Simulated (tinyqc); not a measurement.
Permittivity of the insulator from five potentials.

Problem. A node lies on a semiconductor-insulator interface. Steps: hs = tb/3 down into the semiconductor, ho = tox/2 up into the insulator, hy = L/7 sideways. The flux balance of its box reads eox (hy/ho)(above - node) + eps_r (hy/hs)(below - node) + [(eps_r hs + eox ho)/(2 hy)](left + right - 2 node) - q Na (hs/2) hy/eps0 = 0. Find eox.

Values chosen for this exercise; semiconductor permittivity made up: relative permittivity of the semiconductor eps_r = 10.7; half the body thickness tb = 5 nm; insulator thickness tox = 1.1 nm; channel length L = 28 nm; acceptor density of the depleted body Na = 8.1e17 cm^-3.

Constants: q = 1.602176634e-19 C, eps0 = 8.8541878128e-14 F/cm where lengths are in cm. Results are converted to the units shown.

psi (V): node 0.021116751, above -0.053750583, below 0.091857096, left -0.058374792, right 0.24306446

Solution. The balance is linear in eox.

eox = 3.90

Computed by the program tinyqc: `OMP_NUM_THREADS=1 python tinyqc.py 2480149 2480150 out.jsonl`, one thread of a shared Intel Xeon 2.30GHz, about 0.1 s for the whole run.
